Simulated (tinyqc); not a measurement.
Sweep of a uniaxial [100] stress: six-band Luttinger-Kohn model with strain.

Six-band Luttinger-Kohn model in the basis |3/2,3/2>, |3/2,1/2>, |3/2,-1/2>, |3/2,-3/2>, |1/2,1/2>, |1/2,-1/2>, electron energies, zero at the top of the unstrained valence band. H = -[rows: (P+Q, -S, R, 0, -S/r2, r2 R); (-S*, P-Q, 0, R, -r2 Q, r32 S); (R*, 0, P-Q, S, r32 S*, r2 Q); (0, R*, S*, P+Q, -r2 R*, -S*/r2); (-S*/r2, -r2 Q, r32 S, -r2 R, P+Dso, 0); (r2 R*, r32 S*, r2 Q, -S/r2, 0, P+Dso)], r2 = sqrt(2), r32 = sqrt(3/2). Levels are twofold.

P = c g1 k^2 - av tr(e); Q = c g2 (kx^2 + ky^2 - 2 kz^2) - (b/2)(exx + eyy - 2 ezz); R = c sqrt3 [-g2 (kx^2 - ky^2) + 2i g3 kx ky] + (sqrt3/2) b (exx - eyy) - i d exy; S = 2 c sqrt3 g3 (kx - i ky) kz - d (exz - i eyz); c = hbar^2/2m0, e the strain tensor (not engineering shear).

s11 = (C11 + C12)/((C11 - C12)(C11 + 2 C12)), s12 = -C12/((C11 - C12)(C11 + 2 C12)), s44 = 1/C44; exx = s11 sxx + s12 (syy + szz) and cyclic, exy = s44 sxy/2; tension is positive. A uniaxial stress X along the unit vector n is s_ij = X n_i n_j.

Constants: hbar^2/2m0 = 3.80998211 eV angstrom^2.

Values chosen for the exercise (near those of Ge; not measured data): Dso = 0.289 eV (spin-orbit splitting); g1 = 13.37 (Luttinger gamma1); g2 = 4.24 (gamma2); g3 = 5.69 (gamma3); av = 1.24 eV (valence hydrostatic potential); b = -2.57 eV (tetragonal shear potential); d = -5.28 eV (trigonal shear potential); C11 = 129.1 GPa; C12 = 48 GPa; C44 = 66.5 GPa; load = uniaxial [100] (kind of stress).

Edges at k = 0 and curvature masses of the top pair along [110] and [001] (step 0.0002 1/angstrom); at zero stress the top is fourfold and has no single curvature.

Edges and masses:
```
X (GPa),top (eV),second (eV),third (eV),splitting (meV),m [110],m [001]
-1.50,0.0522,-0.0558,-0.3102,108.0,0.061,0.142
-1.00,0.0323,-0.0372,-0.3007,69.5,0.062,0.132
-0.50,0.0147,-0.0186,-0.2934,33.3,0.063,0.121
0.00,0.0000,0.0000,-0.2890,0.0,-,-
0.50,0.0186,-0.0113,-0.2881,29.9,0.089,0.057
1.00,0.0372,-0.0186,-0.2911,55.8,0.089,0.057
1.50,0.0558,-0.0218,-0.2982,77.6,0.089,0.057
```

How do the results move, and what explains it?

The splitting reaches 108.0 meV under compression and 77.6 meV under the same tension; linear shear terms alone would make the two equal, and the difference comes from the coupling to the split-off band. At the ends of the sweep the top pair has a mass along [110] of 0.061 under compression and 0.089 under tension, so compression gives the lighter holes along [110]; along [001] it has 0.142 and 0.057. The top edge itself moves by +52 and +56 meV.

(tinyqc, `OMP_NUM_THREADS=1 python tinyqc.py 1050947 1050948 out.jsonl`, Intel(R) Xeon(R) Processor @ 2.30GHz, 1 thread, shared host, about 0.07 s.)
